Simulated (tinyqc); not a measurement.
The best anneal temperature for the time t: solubility, supersaturation, precipitation and gettering of an impurity in a silicon-like host. Computed by tinyqc, a small Python program. Command: `OMP_NUM_THREADS=1 python tinyqc.py 3011370 3011371 out.jsonl ripen walk`. One thread of a shared host (Intel(R) Xeon(R) Processor @ 2.30GHz), about 0.01 s of CPU time with the checks.

The wafer was saturated at T1 and is then held at T.

Inputs (values chosen for the exercise, modelled on chromium in silicon):
```
quantity                                   value    unit
site density N0                            5e+22  1/cm^3
enthalpy of solution H                      2.82      eV
entropy of solution S                        4.7     k_B
diffusion prefactor D0                   0.00067  cm^2/s
migration energy Q                          0.83      eV
temperature of saturation T1                1300       K
anneal temperature T                         988       K
sink density n                           3.6e+09  1/cm^3
initial sink radius r0                       3.6      nm
impurity density in the precipitate C_p  5.1e+22  1/cm^3
interface energy gamma                      0.64   J/m^2
anneal time t                               1900       s
```

Constants: k_B = 8.617333262e-05 eV/K; k_B = 1.380649e-23 J/K.

Method:
- C_eq(T) = N0 exp(S/k_B - H/(k_B T)); D(T) = D0 exp(-Q/(k_B T)); C0 = C_eq(T1). Supersaturation s = C0/C_eq(T); critical radius r* = 2 gamma/(C_p k_B T ln s); barrier W* = (4 pi/3) gamma r*^2. Strain energy is left out.
- r_f = [r0^3 + 3 (C0 - C_eq)/(4 pi n C_p)]^(1/3), tau_f = 1/(4 pi n r_f D).
- Growing sinks: with y = r/r_f and y0 = r0/r_f, dy/dt = (1 - y^3)/(3 tau_f y), which integrates to t/tau_f = F(y) - F(y0), F(y) = (1/2) ln[(1 + y + y^2)/(1 - y)^2] - sqrt(3) arctan[(2y + 1)/sqrt(3)]; the share of the excess left is (1 - y^3)/(1 - y0^3), and C(t) = C_eq + (C0 - C_eq) x share.

C0 = 6.42262e+13 1/cm^3

Dissolved share after t:
```
T (K)     C_eq/C0   tau_f (s)  C(t)/C0
585    4.3464e-14  9.2052e+05  0.99853
676    8.1006e-11  1.0034e+05  0.98659
780    5.1488e-08  1.5011e+04  0.91191
884    7.1667e-06  3.5115e+03  0.65650
988    3.5290e-04  1.1154e+03  0.23042
1092   8.2724e-03  4.4152e+02  0.02604
1183   8.2941e-02  2.2774e+02  0.08323
1248   3.5033e-01  1.5930e+02  0.35034
```

What follows from these numbers?

The lowest dissolved share among these rows is 0.026 at 1092 K. Above it solubility sets the floor; below it diffusion is too slow for this time. Solubility falls with H = 2.82 eV and diffusion with Q = 0.83 eV. Caution: the barrier to homogeneous nucleation is below 35 k_B T for these inputs, so new precipitates would form and outnumber the fixed sinks assumed here.

Extremes, crossings and ranges named in words are read from the listed rows.
